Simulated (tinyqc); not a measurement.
# Read current of a NAND string, cells in series solved by shooting: what changes with what

Cells in series, numbered from 0 at the source line (0 V) to the bit line, each followed by a gap resistance Rg. A cell with gate Vg, threshold VT, source Vs and drain Vd passes I = 2 nf K Vt^2 [F(Vs) - F(Vd)]/(1 + th max(Vg - VT, 0)), F(V) = ln^2(1 + exp((Vg - VT - nf V)/(2 nf Vt))). The selected cell has Vg = Vr, the others Vg = Vp.

Inputs (values chosen for the exercise); values of the order met in vertical NAND strings:
- T = 300 K (temperature)
- K = 18 uA/V^2 (gain factor of a cell)
- nf = 1.4 (slope factor)
- th = 0.07 1/V (mobility reduction factor)
- Rg = 6.3 kohm (resistance of the gap between cells)
- Vbl = 0.5 V (bit-line voltage)
- Vp = 7.1 V (pass voltage)
- Ve = -1.8 V (threshold of an erased cell)
- Vh = 4 V (threshold of the highest state)
- Vx = 0.9 V (threshold of the selected cell)
- Is = 50 nA (sensing current)
- Vr = 1.96 V (read voltage on the selected word line)

Constants: q = 1.602176634e-19 C, kB = 1.380649e-23 J/K, Vt = kB T/q. Results are converted to the units shown.

Each table varies one quantity; the others keep the values above.

## Read current against the number of cells

For a trial current I start at 0 V and, cell by cell, solve for the drain: sqrt(F(Vd)) = sqrt(F(Vs) - I/k), k = 2 nf K Vt^2/(1 + th max(Vg - VT, 0)), Vd = [Vg - VT - 2 nf Vt ln(exp(sqrt F) - 1)]/nf, then add I Rg. The string current is the I for which the last node reaches Vbl. The apparent threshold is the Vr at which I = Is. Background: all other cells erased (VT = Ve) or all in the highest state (VT = Vh); ratio and shift are high over erased and high minus erased. The selected cell is in the middle, cell n/2.

Read current against the number of cells:
```
n,"I, others erased (uA)","I, others high (uA)",ratio,"apparent VT, erased (V)","apparent VT, high (V)",background shift (mV)
8,2.384,1.627,0.6825,0.9677,0.9710,3.291
16,1.455,0.9036,0.6211,0.9723,0.9789,6.596
32,0.8161,0.4774,0.5850,0.9816,0.9948,13.25
64,0.4342,0.2456,0.5655,1.000,1.027,26.73
96,0.2958,0.1653,0.5588,1.019,1.059,40.46
128,0.2243,0.1246,0.5554,1.037,1.092,54.43
192,0.1512,0.08343,0.5520,1.074,1.158,83.23
```

Read the table: what changes, and by how much?

With erased neighbours the current falls from 2.38 to 0.151 uA, as n^(-0.71) between the first two rows and n^(-0.97) between the last two (-1 once the series resistance rules). The ratio falls from 0.683 to 0.552 and the background shift rises from 3.29 to 83.2 mV.

## Effect of the pass voltage

Same model as above.

The string has 128 cells and the selected one is cell 64.

Result of one run:
```
Vp (V),"I, others erased (uA)","I, others high (uA)",ratio,"apparent VT, erased (V)","apparent VT, high (V)",background shift (mV)
6.1,0.2135,0.09056,0.4241,1.041,1.134,92.95
```

What becomes of these results when the pass voltage Vp is changed from 6.1 to 7.6 V, all else the same?

Result of the changed run:
```
Vp (V),"I, others erased (uA)","I, others high (uA)",ratio,"apparent VT, erased (V)","apparent VT, high (V)",background shift (mV)
7.6,0.2291,0.1385,0.6048,1.036,1.080,44.10
```

The whole series:
```
Vp (V),"I, others erased (uA)","I, others high (uA)",ratio,"apparent VT, erased (V)","apparent VT, high (V)",background shift (mV)
5.6,0.2075,0.06962,0.3355,1.043,1.179,135.5
6.1,0.2135,0.09056,0.4241,1.041,1.134,92.95
6.6,0.2191,0.1087,0.4961,1.039,1.108,69.43
7.1,0.2243,0.1246,0.5554,1.037,1.092,54.43
7.6,0.2291,0.1385,0.6048,1.036,1.080,44.10
8.1,0.2335,0.1510,0.6464,1.034,1.071,36.61
```

As Vp goes from 5.6 to 8.1 V, the current with erased neighbours rises from 0.208 to 0.234 uA, that with high neighbours rises from 0.0696 to 0.151 uA and the ratio rises from 0.335 to 0.646. The background shift falls from 136 to 36.6 mV. A higher pass voltage also disturbs erased cells more, which this model leaves out.

Computed by the program tinyqc: `OMP_NUM_THREADS=1 python tinyqc.py 2142179 2142180 out.jsonl`, one thread of a shared Intel Xeon 2.30GHz, about 0.9 s for the whole run.
